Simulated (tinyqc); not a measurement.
Empirical pseudopotential in a few plane waves, step by step. Computed by tinyqc, a small Python program that keeps every step. Settings: plane-wave index or count = 15. Command: `OMP_NUM_THREADS=1 python tinyqc.py 31979 31980 out.jsonl` (the two numbers bound the seeds that draw the settings). One thread of a shared host (Intel(R) Xeon(R) Processor @ 2.60GHz), about 0.2 s of CPU time with the checks.

## Bloch Hamiltonian at G

Parameters chosen for this model: fcc lattice, atoms at +/- a/8 (1,1,1); form factors in rydberg at |G|^2 in units of (2 pi/a)^2:
```
parameter                 value      unit
a                      6.260000  angstrom
VS(3)                 -0.256000        Ry
VS(8)                  0.058000        Ry
VS(11)                 0.041000        Ry
VA(3)                  0.089000        Ry
VA(4)                  0.035000        Ry
VA(11)                 0.009000        Ry
hbar^2/2m (2 pi/a)^2   3.838257        eV
```

k point G (2 pi / a): [0, 0, 0]

Basis: the 15 shortest G (labels in 2 pi/a), the same at every k. H(G,G') = c |k + G|^2 delta + VS(|G-G'|^2) cos((G-G').tau) + i VA sin((G-G').tau), tau = a/8 (1,1,1); 1 Ry = 13.605693 eV.

H(k) at G (eV):
```
                 +0+0+0           -1-1-1           -1-1+1           -1+1-1
+0+0+0           0.0000   2.4629+0.8562i  -2.4629+0.8562i  -2.4629+0.8562i
-1-1-1   2.4629-0.8562i          11.5148   0.0000-0.4762i   0.0000-0.4762i
-1-1+1  -2.4629-0.8562i   0.0000+0.4762i          11.5148           0.7891
-1+1-1  -2.4629-0.8562i   0.0000+0.4762i           0.7891          11.5148
-1+1+1  -2.4629+0.8562i          -0.7891   0.0000+0.4762i   0.0000+0.4762i
+1-1-1  -2.4629-0.8562i   0.0000+0.4762i           0.7891           0.7891
+1-1+1  -2.4629+0.8562i          -0.7891   0.0000+0.4762i           0.0000
+1+1-1  -2.4629+0.8562i          -0.7891           0.0000   0.0000+0.4762i
+1+1+1   2.4629+0.8562i           0.0000          -0.7891          -0.7891
-2+0+0   0.0000-0.4762i  -2.4629+0.8562i  -2.4629-0.8562i  -2.4629-0.8562i
+0-2+0   0.0000-0.4762i  -2.4629+0.8562i  -2.4629-0.8562i   0.3944-0.0866i
+0+0-2   0.0000-0.4762i  -2.4629+0.8562i   0.3944-0.0866i  -2.4629-0.8562i
+0+0+2   0.0000+0.4762i  -0.3944-0.0866i   2.4629+0.8562i  -0.3944+0.0866i
+0+2+0   0.0000+0.4762i  -0.3944-0.0866i  -0.3944+0.0866i   2.4629+0.8562i
+2+0+0   0.0000+0.4762i  -0.3944-0.0866i  -0.3944+0.0866i  -0.3944+0.0866i

                 -1+1+1           +1-1-1           +1-1+1           +1+1-1
+0+0+0  -2.4629-0.8562i  -2.4629+0.8562i  -2.4629-0.8562i  -2.4629-0.8562i
-1-1-1          -0.7891   0.0000-0.4762i          -0.7891          -0.7891
-1-1+1   0.0000-0.4762i           0.7891   0.0000-0.4762i           0.0000
-1+1-1   0.0000-0.4762i           0.7891           0.0000   0.0000-0.4762i
-1+1+1          11.5148           0.0000           0.7891           0.7891
+1-1-1           0.0000          11.5148   0.0000-0.4762i   0.0000-0.4762i
+1-1+1           0.7891   0.0000+0.4762i          11.5148           0.7891
+1+1-1           0.7891   0.0000+0.4762i           0.7891          11.5148
+1+1+1   0.0000+0.4762i          -0.7891   0.0000+0.4762i   0.0000+0.4762i
-2+0+0   2.4629-0.8562i   0.3944-0.0866i  -0.3944-0.0866i  -0.3944-0.0866i
+0-2+0  -0.3944-0.0866i  -2.4629-0.8562i   2.4629-0.8562i  -0.3944-0.0866i
+0+0-2  -0.3944-0.0866i  -2.4629-0.8562i  -0.3944-0.0866i   2.4629-0.8562i
+0+0+2  -2.4629+0.8562i  -0.3944+0.0866i  -2.4629+0.8562i   0.3944+0.0866i
+0+2+0  -2.4629+0.8562i  -0.3944+0.0866i   0.3944+0.0866i  -2.4629+0.8562i
+2+0+0   0.3944+0.0866i   2.4629+0.8562i  -2.4629+0.8562i  -2.4629+0.8562i

                 +1+1+1           -2+0+0           +0-2+0           +0+0-2
+0+0+0   2.4629-0.8562i   0.0000+0.4762i   0.0000+0.4762i   0.0000+0.4762i
-1-1-1           0.0000  -2.4629-0.8562i  -2.4629-0.8562i  -2.4629-0.8562i
-1-1+1          -0.7891  -2.4629+0.8562i  -2.4629+0.8562i   0.3944+0.0866i
-1+1-1          -0.7891  -2.4629+0.8562i   0.3944+0.0866i  -2.4629+0.8562i
-1+1+1   0.0000-0.4762i   2.4629+0.8562i  -0.3944+0.0866i  -0.3944+0.0866i
+1-1-1          -0.7891   0.3944+0.0866i  -2.4629+0.8562i  -2.4629+0.8562i
+1-1+1   0.0000-0.4762i  -0.3944+0.0866i   2.4629+0.8562i  -0.3944+0.0866i
+1+1-1   0.0000-0.4762i  -0.3944+0.0866i  -0.3944+0.0866i   2.4629+0.8562i
+1+1+1          11.5148  -0.3944-0.0866i  -0.3944-0.0866i  -0.3944-0.0866i
-2+0+0  -0.3944+0.0866i          15.3530           0.7891           0.7891
+0-2+0  -0.3944+0.0866i           0.7891          15.3530           0.7891
+0+0-2  -0.3944+0.0866i           0.7891           0.7891          15.3530
+0+0+2  -2.4629-0.8562i          -0.7891          -0.7891           0.0000
+0+2+0  -2.4629-0.8562i          -0.7891           0.0000          -0.7891
+2+0+0  -2.4629-0.8562i           0.0000          -0.7891          -0.7891

                 +0+0+2           +0+2+0           +2+0+0
+0+0+0   0.0000-0.4762i   0.0000-0.4762i   0.0000-0.4762i
-1-1-1  -0.3944+0.0866i  -0.3944+0.0866i  -0.3944+0.0866i
-1-1+1   2.4629-0.8562i  -0.3944-0.0866i  -0.3944-0.0866i
-1+1-1  -0.3944-0.0866i   2.4629-0.8562i  -0.3944-0.0866i
-1+1+1  -2.4629-0.8562i  -2.4629-0.8562i   0.3944-0.0866i
+1-1-1  -0.3944-0.0866i  -0.3944-0.0866i   2.4629-0.8562i
+1-1+1  -2.4629-0.8562i   0.3944-0.0866i  -2.4629-0.8562i
+1+1-1   0.3944-0.0866i  -2.4629-0.8562i  -2.4629-0.8562i
+1+1+1  -2.4629+0.8562i  -2.4629+0.8562i  -2.4629+0.8562i
-2+0+0          -0.7891          -0.7891           0.0000
+0-2+0          -0.7891           0.0000          -0.7891
+0+0-2           0.0000          -0.7891          -0.7891
+0+0+2          15.3530           0.7891           0.7891
+0+2+0           0.7891          15.3530           0.7891
+2+0+0           0.7891           0.7891          15.3530
```

## Levels at G

Diagonalise the Hermitian matrix.

eigenvalues (eV): [-3.9495, 6.4945, 6.4945, 6.4945, 9.2872, 10.9847, 10.9847, 10.9847, 13.7748, 13.7748, 16.7329, 19.3251, 19.3251, 19.3251, 24.2032]

## Bands along a path

The same steps at evenly spaced points between the labelled ones.

Bands along the path (eV), lowest eight:
```
k          band 1  band 2  band 3  band 4   band 5   band 6   band 7   band 8
L         -2.5503  2.3907  6.0965  6.0965   9.7763  11.8489  11.8489  17.2986
L-G 0.33  -3.1681  3.3088  6.0840  6.0840   9.7567  11.6974  11.6974  14.7032
L-G 0.67  -3.7361  5.0882  6.3242  6.3242   9.9094  11.3789  11.3789  11.8919
G         -3.9495  6.4945  6.4945  6.4945   9.2872  10.9847  10.9847  10.9847
G-X 0.33  -3.6640  5.0268  6.0533  6.0533  10.3937  10.9385  12.0329  12.0329
G-X 0.67  -2.8923  3.1288  5.4921  5.4921  10.0442  10.8134  14.3907  14.3907
X         -2.0666  2.0950  5.4538  5.4538   9.8600  10.7332  17.4062  17.4062
```

With 4 band(s) filled, the highest filled level on these points lies at G and the lowest empty one at G: a gap of 2.7928 eV, direct. This holds for the small fixed basis; with all plane waves up to |k + G|^2 = 21 (2 pi/a)^2 the gap along the path is 2.83 eV.

## Convergence with the number of plane waves

Levels at G counted from the fourth one.

Levels (eV):
```
plane waves   level 1  level 5  level 8
9            -13.5926   0.9524   4.0234
15           -10.4440   2.7928   4.4902
27            -9.5802   2.9653   4.3515
51            -9.4786   2.9462   4.4333
59            -9.4935   2.9822   4.1903
65            -9.4988   2.9814   4.1620
89            -9.4778   2.9725   4.1791
```
